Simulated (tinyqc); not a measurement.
When the interface binds a state: heterojunction of two tight-binding chains.

Left chain: hopping -t1, sites at 2 t1 (band bottom 0). Right chain: hopping -t2, sites at dE + 2 t2 (bottom dE). t = c/(m a^2), c = hbar^2/2m0. The bond across the interface is -tc with tc = f sqrt(t1 t2), and the last left site has the extra energy U. In a chain E = bottom + 2t (1 - cos(ka)); the surface Green function of a half chain is g = -exp(ika)/t, with Im k > 0 where cos(ka) > 1.

Constants: hbar^2/2m0 = 3.80998211 eV angstrom^2.

Values chosen for the exercise (masses and offset of the size met at InAs / GaSb; shifted at random, so the results belong to these values and not to a real crystal): a = 5 angstrom (site spacing); m1 = 0.024 m0 (mass on the left); m2 = 0.039 m0 (mass on the right); dE = 0.88 eV (band offset); f = 0.95 (factor on the interface hopping).

A state below both bands solves E - 2 t1 - U - S1(E) - S2(E) = 0 for E < 0, with S1 = -t1 z1, S2 = -(tc^2/t2) z2 and |z| < 1 the decaying root of z + 1/z = 2 - (E - bottom)/t. Decay lengths -a/ln|z|. The threshold is the U that solves the equation at E = 0. A dash: no bound state.

Interface state:
```
U (eV)   E (eV)  decay left (angstrom)  decay right (angstrom)
-0.83         -                      -                       -
-1.66         -                      -                       -
-2.49         -                      -                       -
-3.05   -0.0111                  119.8                    10.6
-3.60   -0.0808                   44.4                    10.2
-4.43   -0.2651                   24.5                     9.3
-5.54   -0.6148                   16.1                     8.2
-8.31   -1.8639                    9.3                     6.1
```

threshold U = -2.7689 eV

What does the comparison show, and why?

The step and the weakened interface bond push the state out, so an attraction must exceed 2.7689 eV to bind; 5 of the 8 rows are bound. At U = -8.31 eV the state decays over 9.3 angstrom to the left and 6.1 to the right, where the band lies higher.

tinyqc: `OMP_NUM_THREADS=1 python tinyqc.py 1481126 1481127 out.jsonl`; about 0.01 s, one thread, shared Intel(R) Xeon(R) Processor @ 2.30GHz.
